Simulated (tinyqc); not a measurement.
Valley-orbit splitting of a donor ground state, with strain: one step, computed by the program tinyqc.

The basis is the 1s envelope in each valley; energies are counted from the unstrained conduction-band edge. The strain is e_s (a a^T - 1/3) for the unit stress axis a, so valley j along n_j moves by Xi_u e_s w_j with w_j = (n_j.a)^2 - 1/3: +1/3 for [111] and [-1-11], -1/3 for the others.

Question. Populations and ionisation. H_jj = -(E_0 + Lambda) + Xi_u e_s w_j; H_jk = -Delta_1 between any two valleys. z = sum over levels of exp(-(E - E_ground)/k_B T), the ground-state share being 1/z; N_c = 2 (2 pi m_e k_B T/h^2)^(3/2) sum_j exp(-(shift_j - lowest shift)/k_B T); n1 = N_c/(2 z) exp(-binding/k_B T), binding = lowest shift - E_ground; without compensation n = 2 N_D/(1 + sqrt(1 + 4 N_D/n1)) (Boltzmann statistics; p and higher states left out).

Inputs (values chosen for the exercise, for a model many-valley semiconductor):

| quantity | value | unit |
|---|---|---|
| single-valley binding energy E_0 | 12.1 | meV |
| central-cell shift Lambda | 0.99 | meV |
| coupling Delta_1 | 0.66 | meV |
| shear deformation potential Xi_u | 16.7 | eV |
| shear strain e_s | 0.00033 | - |
| temperature T | 50 | K |
| donor density N_D | 3.4e+15 | cm^-3 |
| density-of-states mass of one valley m_e | 0.226 | m_0 |

Valleys: four along <111>. Stress axis: [110].

Constants: k_B = 8.617333262e-05 eV/K; m_0 = 9.1093837015e-31 kg; k_B = 1.380649e-23 J/K; h = 6.62607015e-34 J s.

Give: partition sum z; share of neutral donors in the ground state; N_c; n1; free electrons n.

Answer.

partition sum z = 2.301

share of neutral donors in the ground state = 0.4346

N_c = 5.233e+17 cm^-3

n1 = 4.236e+15 cm^-3

free electrons n = 2.228e+15 cm^-3

Caution: k_B T exceeds a third of E_0, so the p and higher states, left out, hold part of the bound electrons.
